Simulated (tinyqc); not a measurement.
# Scattering mobility, thermal velocity and mass from two apparent mobilities

Inverse problem. 1/mu_app = 1/mu_0 + 1/mu_B with the ballistic mobility mu_B = vT L/(2 Vt) and vT = sqrt(2 kB T/(pi m)) (non-degenerate carriers); the mean free path is 2 Vt mu_0/vT. Find mu_0, vT, m and the mean free path.

Parameters, values chosen for the exercise:
```
symbol  value  unit      meaning
T         400     K  temperature
```

Constants: q = 1.602176634e-19 C, kB = 1.380649e-23 J/K, m0 = 9.1093837015e-31 kg, Vt = kB T/q. Results are converted to the units shown.

apparent mobility at L = 15 and 200 nm (cm^2/(V s)): 378.96470  2708.5303

Solution. 1/mu_app is linear in 1/L: the slope is 2 Vt/vT and the intercept 1/mu_0.

mu_0 = 5400 cm^2/(V s)
vT = 1.873e7 cm/s
m = 0.1100 m0
mean free path = 198.7 nm

Computed by the program tinyqc: `OMP_NUM_THREADS=1 python tinyqc.py 2380040 2380041 out.jsonl`, one thread of a shared Intel Xeon 2.30GHz, about 0.01 s for the whole run.
